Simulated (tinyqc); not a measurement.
Length of a polyene: Hueckel, PPP and singles CI along the polyenes. Computed by the program tinyqc. Hueckel uses the same beta without repulsion; CIS keeps all single excitations and so misses the low, doubly excited 2Ag state. W is the valence ionisation energy of a centre, MN the Mataga-Nishimoto formula, f the oscillator strength.

All-trans chains of carbon centres 1.40 angstrom apart:
```
parameter                               value
beta (eV), times 1 +/- alternation  -2.320000
alternation                          0.050000
W (eV)                              11.160000
gamma_rr (eV)                        9.930000
repulsion formula                          MN
```

Gaps and excitations (eV):
```
centres  Hueckel gap  PPP orbital gap  bright singlet (CIS)       f  lowest triplet (CIS)
2             4.8720           9.9244                7.3108  0.6268                2.4332
4             3.1433           7.6525                5.1949  1.0299                1.5480
6             2.3555           6.5109                4.1890  1.4525                1.1470
8             1.9098           5.8252                3.5938  1.8529                0.9282
12            1.4263           5.0493                2.9207  2.5835                0.7064
14            1.2812           4.8126                2.7143  2.9203                0.6451
```

Estimate the missing row, centres = 10.

Computed row:
```
centres  Hueckel gap  PPP orbital gap  bright singlet (CIS)       f  lowest triplet (CIS)
10            1.6243           5.3704                3.1997  2.2290                0.7945
```

The Hueckel gap tends to 4 x alternation x |beta| = 0.46 eV for long chains. Exchange opens the PPP orbital gap, and the attraction of electron and hole brings the bright state 2.10 eV below it at 14 centres; the triplet lies 2.07 eV lower still.
